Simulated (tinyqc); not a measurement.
Worked calculation: Stoner model of a band magnet at zero temperature. Computed by tinyqc, a small Python program that keeps every step. Command: `OMP_NUM_THREADS=1 python tinyqc.py 3022024 3022025 out.jsonl stoner walk`. One thread of a shared host (Intel(R) Xeon(R) Processor @ 2.30GHz), about 0.01 s of CPU time with the checks. Intermediate numbers are printed to about 5 digits and carried at full precision; extremes and crossings named in words are read from the listed rows.

Five orbitals per spin share one band; u = (E - E_bottom)/W runs from 0 to 1, and the states per spin, atom and energy are g = 5 d(u)/W with d = (8/pi) sqrt(u (1 - u)). N(u) is the integral of d from 0. The moment m = n_up - n_down (electrons per atom) moves the fillings to n +/- m/10; the energy is E(m) = E_band(m) - I m^2/4.

Inputs (values chosen for the exercise, for a model d band):
```
quantity,value,unit
band width W,3.9,eV
filling n per spin orbital,0.36,-
Stoner parameter I,0.419,eV
field B,30,T
start moment m0,0.15,mu_B
largest number of steps,600,-
```

Density of states: semi-elliptic.

Constants: mu_B = 5.7883818060e-05 eV/T.

## The paramagnetic state

Solve N(u_F) = n; g_F = 5 d(u_F)/W; the Stoner product is I g_F.

u_F = 0.38913

g_F = 1.5917 1/eV

Stoner product I g_F = 0.66693

I g_F < 1: the paramagnet is locally stable.

## Exchange-enhanced response

The susceptibility is enhanced by 1/(1 - I g_F), and a field B induces m = 2 mu_B B g_F/(1 - I g_F).

enhancement = 3.0024

induced moment = 0.016597 mu_B

## Fixed-moment scan

For a moment m the Fermi levels of the two spins lie W [u(n + m/10) - u(n - m/10)] =: Delta apart; gbar = m/Delta is the mean density of states between them. A solution has I gbar = 1, is stable where gbar falls with m, or sits at saturation m_max = 10 min(n, 1 - n) if I gbar > 1 there. E_band(m) = 5 W [e(n + m/10) + e(n - m/10) - 2 e(n)], e = integral of u d(u) up to the Fermi level.

Against the moment:
```
m (mu_B),Delta (eV),I gbar,E(m) - E(0) (meV)
0.18,0.1131,0.66681,1.70
0.54,0.3398,0.66586,15.29
1.08,0.6830,0.66255,61.62
1.62,1.0336,0.65673,140.41
2.16,1.3972,0.64778,254.36
2.70,1.7836,0.63429,408.17
3.24,2.2183,0.61198,610.74
3.60,2.6385,0.57170,784.57
```

I gbar runs between 0.572 and 0.667; the energy falls with m where it exceeds 1 and rises where it is below. The lowest row is m = 0.18, and no row lies below the paramagnet.

## Self-consistent moment

Split the bands by Delta = I m, find the common Fermi level that keeps 10 n electrons, and read m(out) = 5 [N(u + Delta/(2W)) - N(u - Delta/(2W))], N clipped to 0 and 1. Start from m0 (at most 0.9 m_max, m_max = 10 min(n, 1 - n)); stop when m changes by less than 1e-8; moments under 1e-5 count as 0.

Iteration:
```
step,m in (mu_B),Delta (eV),m out (mu_B)
1,1.5000e-01,6.2850e-02,1.0003e-01
2,1.0003e-01,4.1914e-02,6.6714e-02
3,6.6714e-02,2.7953e-02,4.4493e-02
4,4.4493e-02,1.8643e-02,2.9674e-02
5,2.9674e-02,1.2433e-02,1.9790e-02
...,...,...,...
36,1.0444e-07,4.3762e-08,6.9657e-08
37,6.9657e-08,2.9186e-08,4.6457e-08
38,4.6457e-08,1.9465e-08,3.0983e-08
39,3.0983e-08,1.2982e-08,2.0664e-08
40,2.0664e-08,8.6581e-09,1.3781e-08
```

moment m = 0 mu_B

last change of m = 6.8825e-09

The moment dies away, once small by the factor I g_F a step.

Checks made by the program: N(u_F) against quadrature of d (relative difference below 1e-10).
